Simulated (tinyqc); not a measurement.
## Bandgap voltage reference from two bipolar transistors: output against temperature

Two transistors of area 1 and N carry the same current I. Is(T) = Is (T/T0)^eta exp[(Vg0 q/kB)(1/T0 - 1/T)], VBE1 = Vt ln(I/Is(T)) + I rb, VBE2 = Vt ln(I/(N Is(T))) + I rb/N. The amplifier forces I R1(T) = VBE1 - VBE2 + Vos, with R(T) = R (1 + tc (T - T0)) for both resistors, and the output is Vref = VBE1 + I R2(T). Base currents and the Early effect are neglected.

Vt = kB T/q; I = (Vt ln N + Vos)/(R1(T) - rb (1 - 1/N)).

Inputs (values chosen for the exercise); values of the order met in silicon bipolar transistors:
- T0 = 298 K (reference temperature)
- Vg0 = 1.181 V (band-gap voltage extrapolated to 0 K)
- eta = 3.7 (temperature exponent of the saturation current)
- Is = 1.5e-17 A (saturation current of the unit transistor at T0)
- N = 4 (area ratio of the second transistor)
- R1 = 5.1 kohm (resistor across which the difference of VBE falls, at T0)
- tc = 0 ppm/K (temperature coefficient of both resistors)
- Vos = 0 mV (offset of the amplifier)
- rb = 140 ohm (series resistance of the unit transistor)
- R2 = 79.99 kohm (output resistor at T0)

Constants: q = 1.602176634e-19 C, kB = 1.380649e-23 J/K. Results are converted to the units shown.

Result of one run:

| I (uA) | VBE1 (V) | I R2 (V) | Vref (V) | Vref - Vref(T0) (mV) | dVref/dT (uV/K) |
|---|---|---|---|---|---|
| 7.7249 | 0.64432 | 0.61792 | 1.2622 | 0.70216 | 18.840 |

Which temperature T gave this result: 273, 298, 323 or 348 K?

T = 323 K.

The whole series:

| T (K) | I (uA) | VBE1 (V) | I R2 (V) | Vref (V) | Vref - Vref(T0) (mV) | dVref/dT (uV/K) |
|---|---|---|---|---|---|---|
| 218 | 5.2137 | 0.83872 | 0.41705 | 1.2558 | -5.7646 | 110.32 |
| 233 | 5.5725 | 0.81156 | 0.44574 | 1.2573 | -4.2273 | 94.833 |
| 253 | 6.0508 | 0.77501 | 0.48400 | 1.2590 | -2.5249 | 75.672 |
| 273 | 6.5291 | 0.73808 | 0.52227 | 1.2603 | -1.1907 | 57.971 |
| 298 | 7.1270 | 0.69144 | 0.57009 | 1.2615 | 0 | 37.584 |
| 323 | 7.7249 | 0.64432 | 0.61792 | 1.2622 | 0.70216 | 18.840 |
| 348 | 8.3229 | 0.59674 | 0.66574 | 1.2625 | 0.95365 | 1.4949 |
| 373 | 8.9208 | 0.54875 | 0.71357 | 1.2623 | 0.78692 | -14.647 |
| 398 | 9.5187 | 0.50037 | 0.76140 | 1.2618 | 0.23004 | -29.741 |
| 423 | 10.117 | 0.45162 | 0.80922 | 1.2608 | -0.69246 | -43.915 |

VBE1 falls by 1.89 mV/K on average and I R2 rises by 1.91 mV/K. The slope of Vref vanishes at T = 350 K. Between 233 and 398 K Vref spans 5.18 mV, or 24.9 ppm/K by the box method (span over the average over T, over 165 K).

Numbers from tinyqc (`OMP_NUM_THREADS=1 python tinyqc.py 2062108 2062109 out.jsonl`; about 0.02 s on one thread of a shared Intel Xeon 2.30GHz).
